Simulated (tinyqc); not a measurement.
Cabrera-Mott growth of a thin oxide under its own electric field: one step, computed by the program tinyqc.

Electrons cross the film freely and set a fixed potential V across it; the field V/x lowers the barrier for ions entering the oxide.

Task: Scales. u = u0 exp(-W/(k_B T)), X1 = z b V/(k_B T) with V in volts and k_B T in eV; dx/dt = 2 u sinh(X1/x).

Inputs (values chosen for the exercise, for a model metal):
```
quantity,value,unit
barrier W,1.33,eV
Mott potential V,1.7,V
ion charge number z,2,-
half jump distance b,1.9,angstrom
prefactor u0 = N Omega nu,3.4e+12,angstrom/s
temperature T,200,K
```

Backward hops: kept.

Constants: k_B = 8.617333262e-05 eV/K.

Give: u; X1.

Result:

u = 1.040e-21 angstrom/s

X1 = 374.8 angstrom
